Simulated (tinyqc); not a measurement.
Blur against noise: chemically amplified photoresist: aerial image, acid generation, bake, development and line width. Computed by tinyqc, a small Python program. Command: `OMP_NUM_THREADS=1 python tinyqc.py 3018843 3018844 out.jsonl resist walk`. One thread of a shared host (Intel(R) Xeon(R) Processor @ 2.30GHz), about 0.02 s of CPU time with the checks.

Lines and spaces of pitch p with a two-beam-like image; x = 0 is the middle of the bright space. The resist is positive and treated as uniform in depth.

Inputs (values chosen for the exercise, for a model resist at 13.5 nm):
```
quantity,value,unit
pitch p,42,nm
image contrast c,0.73,-
mean dose E,5.55,mJ/cm^2
Dill parameter C,0.045,cm^2/mJ
bake time t,60,s
photon energy,91.84,eV
absorption coefficient alpha,5.9,1/um
```

Method:
- Dose E(x) = E [1 + c cos(2 pi x/p)]; acid h = 1 - exp(-C E(x)).
- Bake: the acid image is blurred by a Gaussian of variance sigma^2 = 2 D t (each Fourier term k of h, taken on 64 points, is multiplied by exp(-4 pi^2 k^2 D t/p^2)).
- For each sigma the edge is held at x = p/4; N is taken at the mean dose; edge noise = (dh/d ln E)/(sqrt(N V) |dh/dx|), both derivatives taken of the blurred acid, V = (2 sqrt(pi) sigma)^3, N = E alpha/(photon energy), 1 mJ/cm^2 = 62.41509 eV/nm^2.

Trade-off:
```
sigma/p,sigma (nm),blur factor,photons in V,edge noise (nm)
0.02,0.84,0.99214,5.8756e-01,12.016
0.04,1.68,0.96891,4.7005e+00,4.325
0.07,2.94,0.90781,2.5192e+01,1.968
0.10,4.20,0.82087,7.3446e+01,1.256
0.14,5.88,0.67917,2.0153e+02,0.902
0.18,7.56,0.52753,4.2833e+02,0.790
0.22,9.24,0.38467,7.8205e+02,0.799
0.27,11.34,0.23717,1.4456e+03,0.952
0.33,13.86,0.11653,2.6394e+03,1.434
```

The noise is least near sigma/p = 0.18 among these rows. More diffusion averages over more photons (noise falls as sigma^(-3/2)) until it erases the image slope (factor exp(-2 pi^2 sigma^2/p^2)); for a pure cosine the two balance at sigma/p = sqrt(3/8)/pi = 0.195. Caution: for a film thinner than the blur the noise falls as 1/sigma only, and the optimum moves to sigma/p = 1/(2 pi) = 0.159. Caution: rows with under about ten photons in V are beyond a Gaussian noise estimate.

Extremes, crossings and ranges named in words are read from the listed rows.
